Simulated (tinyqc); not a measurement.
Worked calculation: hydrogen passivation of interface dangling bonds: competing passivation and dissociation with distributed barriers. Computed by tinyqc, a small Python program that keeps every step. Command: `OMP_NUM_THREADS=1 python tinyqc.py 3026315 3026316 out.jsonl passiv walk`. One thread of a shared host (Intel(R) Xeon(R) Processor @ 2.30GHz), about 0.02 s of CPU time with the checks. Intermediate numbers are printed to about 6 digits and carried at full precision; extremes and crossings named in words are read from the listed rows.

P_b + H2 gives P_bH + H at the rate k_f [H2]; P_bH gives P_b + H at the rate k_d. All defects start unpassivated. E_f and E_d are Gaussian and independent.

Inputs (values chosen for the exercise, close to those used for P_b centres at the silicon-oxide interface): defect density N0 = 1.4e+12 1/cm^2; passivation prefactor k_f0 = 1.1e-07 cm^3/s; mean passivation barrier E_f = 1.48 eV; spread sigma_f = 0.084 eV; dissociation prefactor k_d0 = 9.3e+12 1/s; mean dissociation barrier E_d = 2.72 eV; spread sigma_d = 0.095 eV; H2 in the oxide per atm, solubility factor = 5.3e+17 1/(cm^3 atm); hydrogen pressure p = 0.1 atm; anneal temperature T = 250 C; anneal time t = 230 s; oxide thickness = 3.9 nm.

Constants: k_B = 8.617333262e-05 eV/K; e = 1.602176634e-19 C; eps_0 = 8.8541878128e-12 F/m.

## Single barriers

[H2] = solubility factor x p; a = k_f0 [H2] exp(-E_f/(k_B T)), d = k_d0 exp(-E_d/(k_B T)). For one pair of barriers the active share is y = [d + a exp(-(a + d) t)]/(a + d). Temperatures in kelvin are T(C) + 273.15.

passivation rate a = 3.22146e-05 1/s

dissociation rate d = 5.82502e-14 1/s

a t = 0.00740936

steady active share d/(a + d) = 1.80819e-09

active share, single barriers = 0.992618

The anneal is too short or cold to finish.

## Distributed barriers

Average y over both Gaussians with 40 x 40 Gauss-Hermite points. Active density N0 y; threshold shift if each active defect holds one charge, e N0 y t_ox/(3.9 eps_0).

active share y = 0.967202

active density = 1.35408e+12 1/cm^2

threshold shift = 245.023 mV

The spread changes the remainder by a factor 0.974: sigma_f/(k_B T) = 1.86 and sigma_d/(k_B T) = 2.11.

## Best anneal temperature for this time and pressure

Minimise the averaged y over T between 150 and 900 C: find where ln y is equal at T - 0.05 and T + 0.05 C; T is rounded to 0.1 C.

best temperature = 504.7 C

least active share = 1.03849e-04

Caution: a least active share below 1e-3 is a property of the model; measured passivation levels off well above it. Caution: atomic hydrogen, which both passivates and depassivates, and further passivation during cooling are left out.

## Isochronal anneals

The formulas are those given above.

Active share after the time t:
```
T (C)      a (1/s)      d (1/s)  single barriers  distributed
200    1.00319e-06  9.91477e-17      9.99769e-01  9.98154e-01
250    3.22146e-05  5.82502e-14      9.92618e-01  9.67202e-01
300    5.64738e-04  1.12510e-11      8.78192e-01  7.64385e-01
350    6.25236e-03  9.33799e-10      2.37392e-01  3.28794e-01
400    4.84305e-02  4.02004e-08      1.53638e-05  5.13232e-02
450    2.82651e-01  1.02862e-06      3.63917e-06  2.32079e-03
500    1.31307e+00  1.73047e-05      1.31786e-05  1.06379e-04
600    1.67179e+01  1.85686e-03      1.11058e-04  4.56290e-04
700    1.26183e+02  7.62195e-02      6.03675e-04  1.86355e-03
800    6.53465e+02  1.56563e+00      2.39017e-03  5.92509e-03
```

The distributed share is least at 500 C among these rows, 1.1e-4, and the search puts the optimum at 504.7 C. On the cold side defects with high E_f survive; on the hot side dissociation, with the larger barrier, gains on passivation with an energy E_d - E_f = 1.24 eV. In that row single barriers give 1.3e-5, so the spread raises the floor. Caution: shares below about 1e-3 in these rows are formal; measured passivation levels off well above them.

Checks made by the program: Gauss-Hermite average against a fine uniform grid (relative difference 3e-08).
